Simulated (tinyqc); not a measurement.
## One rectangular barrier with mass mismatch, transfer matrices: effect of the barrier width

One electron of energy E comes from the left lead (band edge 0); no transverse momentum. Parabolic bands, masses in units of m0, C = hbar^2/(2 m0); psi and psi'/m are continuous at every interface. The right lead equals the left one.

For the pair (psi, psi'/m) a flat layer has M = [[cos kd, (m/k) sin kd], [-(k/m) sin kd, cos kd]] with k = sqrt(m (E - U)/C) above its edge U, and M = [[cosh Kd, (m/K) sinh Kd], [(K/m) sinh Kd, cosh Kd]] with K = sqrt(m (U - E)/C) below it. The matrices are multiplied with later layers to the left. With M acting on (psi, psi'/m) and v = k/m in each lead, T(E) = 4 vL vR/[(vL vR M12 - M21)^2 + (vR M11 + vL M22)^2]. For a thick barrier T(E) tends to c exp(-2Kd), c = 16 g^2/(1 + g^2)^2, g = (K/m1)/vL.

Parameters, values chosen for the exercise; masses and offsets close to those of GaN wells and AlGaN barriers:
```
symbol  value  unit                meaning
mL        0.2    m0  mass in the left lead
U1        0.6    eV         barrier height
m1       0.26    m0           barrier mass
E       0.156    eV        electron energy
```

Constants: q = 1.602176634e-19 C, hbar = 1.054571817e-34 J s, m0 = 9.1093837015e-31 kg, hbar^2/(2 m0) = 0.0380998212 eV nm^2. Results are converted to the units shown.

Effect of the barrier width:

| d1 (nm) | K d | T(E) | c exp(-2Kd) |
|---|---|---|---|
| 0.17 | 0.2959 | 0.9052 | 1.905 |
| 0.44 | 0.7659 | 0.5478 | 0.7444 |
| 0.7 | 1.218 | 0.2655 | 0.3011 |
| 0.97 | 1.688 | 0.1120 | 0.1176 |
| 1.24 | 2.158 | 0.04507 | 0.04595 |
| 1.5 | 2.611 | 0.01844 | 0.01858 |
| 1.77 | 3.081 | 0.007238 | 0.007260 |
| 2.03 | 3.534 | 0.002933 | 0.002936 |
| 2.3 | 4.004 | 0.001147 | 0.001147 |

T(E) falls from 0.905 to 0.00115. Here g = 1.48 and c = 3.44. The thick-barrier form is 2.11 times the exact value at Kd = 0.30 and 0.048 % above it at Kd = 4.0; at the end T(E) loses 1.51 decades a nanometre, against 2K/ln 10 = 1.51. In 3 of the 9 rows a layer is thinner than 0.8 nm, a few atomic planes, where an effective mass is a rough description.

Range of the model: Masses are held fixed, although real bands cease to be parabolic a few tenths of an eV from their edges (inside a barrier too).

tinyqc, about 0.01 s, one thread, Intel Xeon 2.30GHz (shared host): `OMP_NUM_THREADS=1 python tinyqc.py 2560038 2560039 out.jsonl`
